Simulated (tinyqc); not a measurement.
Inside a calculation. Method: RHF in the 3-21g basis, for H2, spin multiplicity 1. Computed by tinyqc, a small Python program that keeps every step (integrals from PySCF). Settings: charge = 0, multiplicity = 1, basis = 3-21g, energy threshold = 1e-08, iteration cap = 83, orthogonalisation = symmetric, start = atomic densities, DIIS depth = 0, method = RHF. Command: `OMP_NUM_THREADS=1 python tinyqc.py 30457 30458 out.jsonl` (the two numbers bound the seeds that draw the settings). One thread of a shared host (Intel(R) Xeon(R) Processor @ 2.60GHz), about 0.06 s of CPU time with the checks. Later iterations appear only in the table of the cycle.

## One-electron integrals

Geometry (angstrom):
```
atom         x         y         z
H     0.000000  0.000000  0.000000
H     0.000000  0.000000  0.896000
```

Basis 3-21g: exponents (1/bohr^2) and contraction coefficients of normalised primitives:
```
element  l (shell)  exponent  coefficient
H            s (1)  5.447178     0.156285
H            s (1)  0.824547     0.904691
H            s (2)  0.183192     1.000000
```

Overlap, kinetic and nuclear-attraction integrals over the contracted functions; the nuclear repulsion is the sum of Za Zb / Rab.

nuclear repulsion = 0.59059957 hartree

overlap S, lower triangle:
```
          1H 1s     1H 2s     2H 1s     2H 2s
1H 1s  1.000000
1H 2s  0.645899  1.000000
2H 1s  0.271180  0.418659  1.000000
2H 2s  0.418659  0.769052  0.645899  1.000000
```

kinetic energy T (hartree), lower triangle:
```
          1H 1s     1H 2s     2H 1s     2H 2s
1H 1s  1.549405
1H 2s  0.293152  0.274788
2H 1s  0.049512  0.134937  1.549405
2H 2s  0.134937  0.174330  0.293152  0.274788
```

nuclear attraction V (hartree), lower triangle:
```
           1H 1s      1H 2s      2H 1s      2H 2s
1H 1s  -2.310500
1H 2s  -1.158257  -1.186653
2H 1s  -0.584667  -0.776475  -2.310500
2H 2s  -0.776475  -0.965389  -1.158257  -1.186653
```

core Hamiltonian H = T + V (hartree), lower triangle:
```
           1H 1s      1H 2s      2H 1s      2H 2s
1H 1s  -0.761095
1H 2s  -0.865105  -0.911865
2H 1s  -0.535156  -0.641538  -0.761095
2H 2s  -0.641538  -0.791058  -0.865105  -0.911865
```

## Two-electron integrals

Functions are numbered as in S; the eight-fold symmetry (ij|kl) = (ji|kl) = (kl|ij) leaves the list below.

Two-electron integrals (ij|kl) in chemists' order, unique and non-zero (hartree):
```
(11|11) 1.140145   (21|11) 0.611403   (21|21) 0.345152   (22|11) 0.626370
(22|21) 0.380329   (22|22) 0.482957   (31|11) 0.240912   (31|21) 0.138558
(31|22) 0.156650   (31|31) 0.076271   (32|11) 0.267835   (32|21) 0.163867
(32|22) 0.208685   (32|31) 0.096974   (32|32) 0.144365   (33|11) 0.577815
(33|21) 0.362452   (33|22) 0.481872   (33|31) 0.240912   (33|32) 0.387799
(33|33) 1.140145   (41|11) 0.387799   (41|21) 0.220002   (41|22) 0.244435
(41|31) 0.096974   (41|32) 0.117539   (41|33) 0.267835   (41|41) 0.144365
(42|11) 0.448407   (42|21) 0.274488   (42|22) 0.355784   (42|31) 0.129116
(42|32) 0.184258   (42|33) 0.448407   (42|41) 0.184258   (42|42) 0.285640
(43|11) 0.362452   (43|21) 0.225965   (43|22) 0.300695   (43|31) 0.138558
(43|32) 0.220002   (43|33) 0.611403   (43|41) 0.163867   (43|42) 0.274488
(43|43) 0.345152   (44|11) 0.481872   (44|21) 0.300695   (44|22) 0.410220
(44|31) 0.156650   (44|32) 0.244435   (44|33) 0.626370   (44|41) 0.208685
(44|42) 0.355784   (44|43) 0.380329   (44|44) 0.482957
```

## Orthogonalisation

S = U s U^T; symmetric (Loewdin) form X = U s^(-1/2) U^T, so that X^T S X = 1.

eigenvalues of S: 0.142828  0.426839  0.816941  2.613392

X, lower triangle:
```
           1H 1s      1H 2s      2H 1s     2H 2s
1H 1s   1.243040
1H 2s  -0.481522   1.707763
2H 1s  -0.064603   0.037481   1.243040
2H 2s   0.037481  -0.736995  -0.481522  1.707763
```

## Starting guess

The start is atomic minimal-basis densities projected into this basis (PySCF's MINAO start) and scaled to the electron count of each spin; this density is not idempotent, so its energy is not variational and may lie below the converged one.

D at the start, lower triangle:
```
           1H 1s     1H 2s     2H 1s     2H 2s
1H 1s   0.205426
1H 2s   0.287080  0.402726
2H 1s  -0.010892  0.002522  0.205426
2H 2s   0.002522  0.028400  0.287080  0.402726
```

## Iteration 1: building the Fock matrix

J_ij = sum D_kl (ij|kl), K_ij = sum D_kl (ik|jl); F = H + J - 0.5 K; E = tr D H + tr D J / 2 - 0.25 tr D K + E_nn.

Coulomb J (hartree), lower triangle:
```
          1H 1s     1H 2s     2H 1s     2H 2s
1H 1s  1.381908
1H 2s  0.816742  0.997465
2H 1s  0.390912  0.547244  1.381908
2H 2s  0.547244  0.801266  0.816742  0.997465
```

exchange K (hartree), lower triangle:
```
          1H 1s     1H 2s     2H 1s     2H 2s
1H 1s  0.863649
1H 2s  0.735412  0.753333
2H 1s  0.469249  0.597858  0.863649
2H 2s  0.597858  0.693367  0.735412  0.753333
```

Fock matrix F (hartree), lower triangle:
```
           1H 1s      1H 2s      2H 1s      2H 2s
1H 1s   0.188988
1H 2s  -0.416069  -0.291066
2H 1s  -0.378868  -0.393223   0.188988
2H 2s  -0.393223  -0.336476  -0.416069  -0.291066
```

total energy of this density = -0.77426153 hartree

This density is the starting one; it is not idempotent, so its energy is not variational and may lie below the converged one.

## Iteration 1: diagonalisation and new density

Diagonalise F' = X^T F X, C = X C', fill 1 alpha and 1 beta electrons from the bottom; D = 2 C_occ C_occ^T. Each column has its largest component positive (the first on a tie).

F' = X^T F X (hartree), lower triangle:
```
           1          2          3         4
1   0.736889
2  -0.618860   0.275611
3  -0.277348  -0.096663   0.736889
4  -0.096663  -0.206732  -0.618860  0.275611
```

orbital energies (hartree): MO1 -0.477495, MO2 0.162272, MO3 1.005916, MO4 1.334308

coefficients C:
```
            MO1        MO2        MO3        MO4
1H 1s  0.256166   0.170307   0.852832  -0.980124
1H 2s  0.355011   1.282095  -0.666145   1.216279
2H 1s  0.256166  -0.170307   0.852832   0.980124
2H 2s  0.355011  -1.282095  -0.666145  -1.216279
```

D after iteration 1, lower triangle:
```
          1H 1s     1H 2s     2H 1s     2H 2s
1H 1s  0.131242
1H 2s  0.181883  0.252065
2H 1s  0.131242  0.181883  0.131242
2H 2s  0.181883  0.252065  0.181883  0.252065
```

## Iteration 2: building the Fock matrix

As before.

Coulomb J (hartree), lower triangle:
```
          1H 1s     1H 2s     2H 1s     2H 2s
1H 1s  1.386863
1H 2s  0.821613  1.003631
2H 1s  0.398677  0.553518  1.386863
2H 2s  0.553518  0.808706  0.821613  1.003631
```

exchange K (hartree), lower triangle:
```
          1H 1s     1H 2s     2H 1s     2H 2s
1H 1s  0.906336
1H 2s  0.820856  0.861497
2H 1s  0.633231  0.731762  0.906336
2H 2s  0.731762  0.822770  0.820856  0.861497
```

Fock matrix F (hartree), lower triangle:
```
           1H 1s      1H 2s      2H 1s      2H 2s
1H 1s   0.172600
1H 2s  -0.453920  -0.338983
2H 1s  -0.453095  -0.453901   0.172600
2H 2s  -0.453901  -0.393738  -0.453920  -0.338983
```

total energy of this density = -1.10857942 hartree

## Iteration 2: diagonalisation and new density

As before.

F' = X^T F X (hartree), lower triangle:
```
           1          2          3         4
1   0.750376
2  -0.624548   0.266345
3  -0.334295  -0.130363   0.750376
4  -0.130363  -0.229507  -0.624548  0.266345
```

orbital energies (hartree): MO1 -0.551903, MO2 0.215026, MO3 1.004822, MO4 1.365497

coefficients C:
```
            MO1        MO2        MO3        MO4
1H 1s  0.264854   0.137759   0.850174  -0.985226
1H 2s  0.348196   1.321667  -0.669732   1.173158
2H 1s  0.264854  -0.137759   0.850174   0.985226
2H 2s  0.348196  -1.321667  -0.669732  -1.173158
```

D after iteration 2, lower triangle:
```
          1H 1s     1H 2s     2H 1s     2H 2s
1H 1s  0.140295
1H 2s  0.184442  0.242481
2H 1s  0.140295  0.184442  0.140295
2H 2s  0.184442  0.242481  0.184442  0.242481
```

## Iteration 3: building the Fock matrix

As before.

Coulomb J (hartree), lower triangle:
```
          1H 1s     1H 2s     2H 1s     2H 2s
1H 1s  1.395899
1H 2s  0.826036  1.006923
2H 1s  0.401352  0.556639  1.395899
2H 2s  0.556639  0.811562  0.826036  1.006923
```

exchange K (hartree), lower triangle:
```
          1H 1s     1H 2s     2H 1s     2H 2s
1H 1s  0.919119
1H 2s  0.826210  0.860070
2H 1s  0.641512  0.736448  0.919119
2H 2s  0.736448  0.821511  0.826210  0.860070
```

Fock matrix F (hartree), lower triangle:
```
           1H 1s      1H 2s      2H 1s      2H 2s
1H 1s   0.175244
1H 2s  -0.452175  -0.334977
2H 1s  -0.454559  -0.453123   0.175244
2H 2s  -0.453123  -0.390252  -0.452175  -0.334977
```

total energy of this density = -1.10895170 hartree

## Iteration 3: diagonalisation and new density

As before.

F' = X^T F X (hartree), lower triangle:
```
           1          2          3         4
1   0.753538
2  -0.624825   0.269781
3  -0.336984  -0.130549   0.753538
4  -0.130549  -0.227826  -0.624825  0.269781
```

orbital energies (hartree): MO1 -0.548994, MO2 0.217700, MO3 1.007502, MO4 1.370429

coefficients C:
```
            MO1        MO2        MO3        MO4
1H 1s  0.266145   0.136295   0.849770  -0.985430
1H 2s  0.347178   1.323408  -0.670260   1.171193
2H 1s  0.266145  -0.136295   0.849770   0.985430
2H 2s  0.347178  -1.323408  -0.670260  -1.171193
```

D after iteration 3, lower triangle:
```
          1H 1s     1H 2s     2H 1s     2H 2s
1H 1s  0.141666
1H 2s  0.184799  0.241066
2H 1s  0.141666  0.184799  0.141666
2H 2s  0.184799  0.241066  0.184799  0.241066
```

## Iteration 4: building the Fock matrix

As before.

Coulomb J (hartree), lower triangle:
```
          1H 1s     1H 2s     2H 1s     2H 2s
1H 1s  1.397242
1H 2s  0.826692  1.007411
2H 1s  0.401750  0.557102  1.397242
2H 2s  0.557102  0.811986  0.826692  1.007411
```

exchange K (hartree), lower triangle:
```
          1H 1s     1H 2s     2H 1s     2H 2s
1H 1s  0.921015
1H 2s  0.826994  0.859845
2H 1s  0.642738  0.737134  0.921015
2H 2s  0.737134  0.821310  0.826994  0.859845
```

Fock matrix F (hartree), lower triangle:
```
           1H 1s      1H 2s      2H 1s      2H 2s
1H 1s   0.175639
1H 2s  -0.451910  -0.334376
2H 1s  -0.454775  -0.453002   0.175639
2H 2s  -0.453002  -0.389728  -0.451910  -0.334376
```

total energy of this density = -1.10895995 hartree

## Iteration 4: diagonalisation and new density

As before.

F' = X^T F X (hartree), lower triangle:
```
           1          2          3         4
1   0.754006
2  -0.624862   0.270292
3  -0.337385  -0.130573   0.754006
4  -0.130573  -0.227575  -0.624862  0.270292
```

orbital energies (hartree): MO1 -0.548555, MO2 0.218097, MO3 1.007894, MO4 1.371161

coefficients C:
```
            MO1        MO2        MO3        MO4
1H 1s  0.266337   0.136077   0.849710  -0.985460
1H 2s  0.347027   1.323667  -0.670339   1.170900
2H 1s  0.266337  -0.136077   0.849710   0.985460
2H 2s  0.347027  -1.323667  -0.670339  -1.170900
```

D after iteration 4, lower triangle:
```
          1H 1s     1H 2s     2H 1s     2H 2s
1H 1s  0.141871
1H 2s  0.184852  0.240855
2H 1s  0.141871  0.184852  0.141871
2H 2s  0.184852  0.240855  0.184852  0.240855
```

## Iteration 6 (converged): orbitals

converged F (hartree), lower triangle:
```
           1H 1s      1H 2s      2H 1s      2H 2s
1H 1s   0.175707
1H 2s  -0.451864  -0.334273
2H 1s  -0.454812  -0.452981   0.175707
2H 2s  -0.452981  -0.389638  -0.451864  -0.334273
```

As before.

F' = X^T F X (hartree), lower triangle:
```
           1          2          3         4
1   0.754086
2  -0.624868   0.270380
3  -0.337454  -0.130577   0.754086
4  -0.130577  -0.227532  -0.624868  0.270380
```

orbital energies (hartree): MO1 -0.548480, MO2 0.218165, MO3 1.007961, MO4 1.371287

coefficients C:
```
            MO1        MO2        MO3        MO4
1H 1s  0.266370   0.136040   0.849700  -0.985465
1H 2s  0.347001   1.323711  -0.670352   1.170850
2H 1s  0.266370  -0.136040   0.849700   0.985465
2H 2s  0.347001  -1.323711  -0.670352  -1.170850
```

D after iteration 6, lower triangle:
```
          1H 1s     1H 2s     2H 1s     2H 2s
1H 1s  0.141906
1H 2s  0.184861  0.240819
2H 1s  0.141906  0.184861  0.141906
2H 2s  0.184861  0.240819  0.184861  0.240819
```

## Convergence

Stop when the energy changes by less than 1e-08 hartree and every element of the error matrix X^T (F D S - S D F) X is below 3e-05.

Course of the cycle:
```
iteration  E (hartree)     change  largest element of the error matrix
1          -0.77426153          -                             9.48e-02
2          -1.10857942  -3.34e-01                             1.59e-02
3          -1.10895170  -3.72e-04                             2.36e-03
4          -1.10895995  -8.25e-06                             3.52e-04
5          -1.10896014  -1.83e-07                             5.25e-05
6          -1.10896014  -4.07e-09                             7.83e-06
```

PySCF RHF in the same basis = -1.10896014 hartree

Converged in 6 iterations.

## Populations, bond orders and dipole

Mulliken: Z minus the diagonal of D S on the atom; Loewdin: the same with S^(1/2) D S^(1/2); Mayer order: 2 sum_s sum (D(s) S)_ij (D(s) S)_ji over the two atoms.

Charges (e):
```
atom  Mulliken  Loewdin
1H           0        0
2H           0        0
```

Mayer bond orders:
```
pair     order
2-1   1.000000
```

dipole moment about the origin, x y z (debye): 0.000000  0.000000  0.000000
